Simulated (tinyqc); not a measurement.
Grain growth, pinning, strength and diffusional creep of a polycrystal or thin film: one step, computed by the program tinyqc. Command: `OMP_NUM_THREADS=1 python tinyqc.py 3025784 3025785 out.jsonl grain walk`. One thread of a shared host (Intel(R) Xeon(R) Processor @ 2.30GHz), about 0.01 s of CPU time with the checks.

One mean grain size d describes the structure.

Task: Yield stress. Hall-Petch term k_y/sqrt(d). Orowan term 3.06 x 0.4 G b ln(2 rbar/b)/(pi lambda sqrt(1 - nu)) with nu = 1/3, rbar = sqrt(2/3) r, lambda = rbar (sqrt(pi/f) - 2). Film term (threading dislocation, matched substrate, the geometry of an fcc (111) film taken for all cases): 3.464 G b ln(2 h/b)/(4 pi (1 - nu) h). The terms are added to sigma_0.

Inputs (values chosen for the exercise, modelled on nickel): shear modulus G = 82.3 GPa; Burgers vector b = 2.492 angstrom; anneal temperature T = 720 K; particle volume fraction f = 0.011; particle radius r = 6.3 nm; film thickness h = 90 nm; friction stress sigma_0 = 31 MPa; Hall-Petch slope k_y = 0.14 MPa m^0.5.

Sample: thin film on a substrate.

grain size d = 156.6276 nm

Give: Hall-Petch term; Orowan term; film term; yield stress.

Result:

Hall-Petch term = 353.7 MPa

Orowan term = 475.1 MPa

film term = 620.2 MPa

yield stress = 1480 MPa
